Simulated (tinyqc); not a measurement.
# Hall measurement with a parallel conducting layer

Two layers in parallel, unit Hall factors, low field: 1/Rs = q (ns mu + n2 m2); apparent mobility (ns mu^2 + sg n2 m2^2)/(ns mu + n2 m2); apparent density (ns mu + n2 m2)^2/(ns mu^2 + sg n2 m2^2); a negative value means the sign of the second layer.

Parameters, values chosen for the exercise:

| symbol | value | unit | meaning |
|---|---|---|---|
| ns | 8e11 | cm^-2 | sheet density of the layer |
| mu | 2100 | cm^2/(V s) | drift mobility |
| m2 | 1900 | cm^2/(V s) | mobility of the parallel layer |
| sg | 1 |  | sign of its carriers relative to the first layer |

Constants: q = 1.602176634e-19 C. Results are converted to the units shown.

Hall measurement with a parallel conducting layer:
```
n2 (cm^-2),Rs (ohm/square),apparent density (cm^-2),apparent mobility (cm^2/(V s)),share of the conductance in layer 2 (%)
3e9,3702.6,8.0297e11,2099.3,0.33814
1e10,3673.6,8.0991e11,2097.8,1.1183
5e10,3516.3,8.4957e11,2089.3,5.3521
2e11,3029.9,9.9849e11,2063.1,18.447
8e11,1950.5,1.5960e12,2005.0,47.500
3e12,845.73,3.7933e12,1945.5,77.236
1e13,301.81,1.0792e13,1916.2,91.876
6e13,53.955,6.0791e13,1902.9,98.548
2e14,16.353,2.0079e14,1900.9,99.560
```

What does the comparison show?

The apparent mobility falls from 2100 to 1900 cm^2/(V s), between mu = 2100 and sg m2 = 1900. The apparent density never exceeds ns + n2; among the rows it falls to 0.998 of that sum, at n2 = 8e11.

Numbers from tinyqc (`OMP_NUM_THREADS=1 python tinyqc.py 2850202 2850203 out.jsonl`; about 0.01 s on one thread of a shared Intel Xeon 2.30GHz).
